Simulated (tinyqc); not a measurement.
# Resistance of a source-drain extension with a graded tip, step by step

Computed by the program tinyqc: `OMP_NUM_THREADS=1 python tinyqc.py 2282218 2282219 out.jsonl`, one thread of a shared Intel Xeon 2.30GHz, about 0.03 s for the whole run. Printed values are rounded.

y runs along the channel, the gate covers y > 0. The doping is N0 for y < y0 and N0 10^(-(y - y0)/la) beyond, uniform over the depth xj. Sheet conductance s(y) = q mu(N) max(N - Nch, 0) xj + (for y > 0) ma Cox Vo, with mu(N) = u0 + (u1 - u0)/(1 + (N/Nr)^au) and Cox = eps0 eox/tox. Current is taken as one-dimensional; depletion of the tip, spreading and the contact are left out. The metallurgical junction lies at yj, where N = Nch.

Inputs (values chosen for the exercise); mobility law close to that of electrons in silicon:
- eox = 3.9 (relative permittivity of the gate insulator (close to silicon dioxide))
- tox = 1.5 nm (insulator thickness)
- N0 = 8.4e19 cm^-3 (active doping of the extension far from the gate)
- la = 4.6 nm/decade (lateral abruptness)
- y0 = 4.7 nm (position under the gate where the fall begins (gate edge at 0))
- xj = 9 nm (depth of the extension)
- Nch = 6e17 cm^-3 (channel doping)
- Vo = 0.65 V (gate overdrive)
- ma = 240 cm^2/(V s) (mobility of the gate-induced layer)
- u1 = 1414 cm^2/(V s) (mobility at low doping)
- u0 = 68.5 cm^2/(V s) (mobility at high doping)
- Nr = 9.2e16 cm^-3 (reference doping)
- au = 0.711 (exponent)
- Lg = 45 nm (gate length)

Constants: q = 1.602176634e-19 C, eps0 = 8.8541878128e-14 F/cm where lengths are in cm. Results are converted to the units shown.

## Sheet resistances and junction position

yj = y0 + la log10(N0/Nch); sheet resistance of the full extension 1/[q mu(N0)(N0 - Nch) xj] and of the gate-induced layer 1/(ma Cox Vo); metallurgical length Lg - 2 yj; ye is where the doped and the gate-induced conductances are equal.

yj = 14.5722 nm
sheet resistance of the extension = 1052.77 ohm/square
sheet resistance of the induced layer = 2784.54 ohm/square
metallurgical length = 15.8556 nm
ye = 6.90236 nm
N at ye = 2.78937e19 cm^-3

The gate takes over 7.67 nm before the junction, where N is still 46.5 times the channel doping.

## Resistance of the overlapped part

Midpoint rule on 8 equal steps from 0 to yj: R_ov = sum h/s(y), per width.

| point | y (nm) | N (cm^-3) | doped conductance (uS) | sheet resistance (ohm/square) |
|---|---|---|---|---|
| 0 | 0.910762 | 8.4e19 | 949.871 | 763.944 |
| 1 | 2.73229 | 8.4e19 | 949.871 | 763.944 |
| 2 | 4.55381 | 8.4e19 | 949.871 | 763.944 |
| 3 | 6.37533 | 3.63142e19 | 450.166 | 1235.65 |
| 4 | 8.19686 | 1.45913e19 | 210.241 | 1756.34 |
| 5 | 10.0184 | 5.86286e18 | 102.579 | 2165.88 |
| 6 | 11.8399 | 2.35573e18 | 48.2234 | 2454.90 |
| 7 | 13.6614 | 9.46549e17 | 14.1885 | 2678.71 |

R_ov = 22.921 ohm um

The exact integral is 22.975 ohm um; the coarse sum is 0.23 % below it.
